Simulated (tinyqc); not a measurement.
# Field, mass and barrier from the scaled variables

Inverse problem. A barrier edge falls as U0 - F x over a width d with F = V/d. With e = (C F^2/m1)^(1/3), C = hbar^2/(2 m0), the Airy arguments at its edges are z1 = (U0 - E)/e and z2 = (U0 - V - E)/e. Find e, m1 and U0.

Inputs (values chosen for the exercise):
```
symbol  value  unit                     meaning
E        0.82    eV             electron energy
d         3.1    nm               barrier width
V         3.4     V  voltage across the barrier
```

Constants: q = 1.602176634e-19 C, hbar = 1.054571817e-34 J s, m0 = 9.1093837015e-31 kg, hbar^2/(2 m0) = 0.0380998212 eV nm^2. Results are converted to the units shown.

z1 and z2: [2.3858532, -3.1702434]

Answer. z1 - z2 = V/e gives e, its definition gives m1, and U0 = E + z1 e.

e = 0.612 eV
m1 = 0.200 m0
U0 = 2.28 eV

Numbers from tinyqc (`OMP_NUM_THREADS=1 python tinyqc.py 2580045 2580046 out.jsonl`; about 0.01 s on one thread of a shared Intel Xeon 2.30GHz).
